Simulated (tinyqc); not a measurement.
Leakage currents through a thin dielectric: one step, computed by the program tinyqc. Command: `OMP_NUM_THREADS=1 python tinyqc.py 3017295 3017296 out.jsonl leak walk`. One thread of a shared host (Intel(R) Xeon(R) Processor @ 2.30GHz), about 0.02 s of CPU time with the checks.

Electrons leave an electrode with Fermi energy E_F above its band bottom; barriers are counted from the Fermi level, and both electrodes are alike.

Question. Transmission at the Fermi level. Field F = V/t; equivalent oxide thickness 3.9 t/k. WKB: a layer of mass m, field F and barrier b(x) = b_0 - e F x gives the exponent (4 sqrt(2 m)/(3 hbar e F)) [b_0^(3/2) - max(b_0 - e F t, 0)^(3/2)] for b_0 > 0; b_0 = barrier - (E - E_F); the transmission is D(E) = exp(-sum of exponents), without image force.

Inputs (values chosen for the exercise, modelled on a low-k dielectric): barrier height phi_B = 2.62 eV; tunnelling mass m = 0.46 m_0; thickness t = 2 nm; voltage V = 0.45 V.

Stack: single layer.

Constants: m_0 = 9.1093837015e-31 kg; e = 1.602176634e-19 C; hbar = 1.054571817e-34 J s.

Give: exponent of the dielectric; transmission D(E_F).

Answer.

exponent of the dielectric = 21.502

transmission D(E_F) = 4.5918e-10
